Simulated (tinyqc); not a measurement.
Charge control and current of a heterostructure field-effect transistor: one step, computed by the program tinyqc. Command: `OMP_NUM_THREADS=1 python tinyqc.py 3017196 3017197 out.jsonl hemt walk`. One thread of a shared host (Intel(R) Xeon(R) Processor @ 2.30GHz), about 0.01 s of CPU time with the checks.

Two subbands in a triangular well; E_F is counted from the conduction band edge of the channel at the interface.

Task: Threshold and barrier capacitance. Threshold V_T = phi_B - dE_c - sigma d/(eps eps_0) (in volts); C_b = eps eps_0/d.

Inputs (values chosen for the exercise, modelled on AlGaN/GaN):
```
quantity                                  value    unit
permittivity eps (barrier and channel)     9.71       -
barrier thickness d                          13      nm
Schottky barrier phi_B                      1.3      eV
conduction band offset dE_c                0.38      eV
polarisation charge sigma/e             1.4e+13  1/cm^2
```

Charge source: polarisation. Velocity law: two-piece.

Constants: e = 1.602176634e-19 C; eps_0 = 8.8541878128e-12 F/m.

Give: threshold voltage V_T; barrier capacitance C_b.

Result:

threshold voltage V_T = -2.4717 V

barrier capacitance C_b = 0.66134 microfarad/cm^2

The device is normally on.
